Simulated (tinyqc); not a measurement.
Solubility, supersaturation, precipitation and gettering of an impurity in a silicon-like host. Changing the sink density n. Computed by tinyqc, a small Python program. Command: `OMP_NUM_THREADS=1 python tinyqc.py 3001978 3001979 out.jsonl ripen sweep`. One thread of a shared host (Intel(R) Xeon(R) Processor @ 2.30GHz), about 0.01 s of CPU time with the checks.

The wafer was saturated at T1 and is then held at T.

Inputs (values chosen for the exercise, modelled on gold in silicon):
```
quantity                                   value    unit
site density N0                            5e+22  1/cm^3
enthalpy of solution H                      1.96      eV
entropy of solution S                        2.4     k_B
diffusion prefactor D0                   0.00023  cm^2/s
migration energy Q                          1.16      eV
temperature of saturation T1                1375       K
anneal temperature T                        1065       K
initial sink radius r0                        18      nm
impurity density in the precipitate C_p  3.2e+22  1/cm^3
interface energy gamma                       0.5   J/m^2
anneal time t                               4900       s
```

Constants: k_B = 8.617333262e-05 eV/K; k_B = 1.380649e-23 J/K.

Method:
- C_eq(T) = N0 exp(S/k_B - H/(k_B T)); D(T) = D0 exp(-Q/(k_B T)); C0 = C_eq(T1). Supersaturation s = C0/C_eq(T); critical radius r* = 2 gamma/(C_p k_B T ln s); barrier W* = (4 pi/3) gamma r*^2. Strain energy is left out.
- tau0 = 1/(4 pi n r0 D); C_fixed(t) = C_eq + (C0 - C_eq) exp(-t/tau0). If all excess precipitates, the final radius is r_f = [r0^3 + 3 (C0 - C_eq)/(4 pi n C_p)]^(1/3), with tau_f = 1/(4 pi n r_f D).
- Growing sinks: with y = r/r_f and y0 = r0/r_f, dy/dt = (1 - y^3)/(3 tau_f y), which integrates to t/tau_f = F(y) - F(y0), F(y) = (1/2) ln[(1 + y + y^2)/(1 - y)^2] - sqrt(3) arctan[(2y + 1)/sqrt(3)]; the share of the excess left is (1 - y^3)/(1 - y0^3), and C(t) = C_eq + (C0 - C_eq) x share.

One run for each value:
```
sink density n (1/cm^3)  final radius r_f (nm)   tau_f (s)  C(t) with growing sinks (1/cm^3)
6.30e+07                                161.91  1.0466e+05                        3.5808e+16
2.60e+08                                101.08  4.0621e+04                        3.4963e+16
1.10e+09                                 62.88  1.5436e+04                        3.1610e+16
4.60e+09                                 39.97  5.8057e+03                        2.1085e+16
1.90e+10                                 27.09  2.0740e+03                        4.8389e+15
7.90e+10                                 20.96  6.4465e+02                        3.1314e+14
3.30e+11                                 18.80  1.7211e+02                        2.9254e+14
1.40e+12                                 18.19  4.1912e+01                        2.9254e+14
```

What does the table show, and why?

Over the rows, final radius r_f (nm) falls from 162 to 18.2 (exponent d ln y / d ln x -0.33 between the first rows and -0.023 between the last); tau_f (s) falls from 105000 to 41.9 (exponent d ln y / d ln x -0.67 between the first rows and -0.98 between the last); C(t) with growing sinks (1/cm^3) falls from 3.58e16 to 2.93e14. At the low end the exponent of final radius r_f is -0.33, close to -0.33: a fixed amount shared among n sinks. At the high end the exponent of final radius r_f is -0.02, close to 0: the sinks hardly grow. At the low end the exponent of tau_f is -0.67, close to -0.67: n r_f goes as n^(2/3). At the high end the exponent of tau_f is -0.98, close to -1: fixed radius.  Left out: 5.70e12 (growth negligible, or long complete).

Caution (all rows): the barrier to homogeneous nucleation is below 35 k_B T for these inputs, so new precipitates would form and outnumber the fixed sinks assumed here.
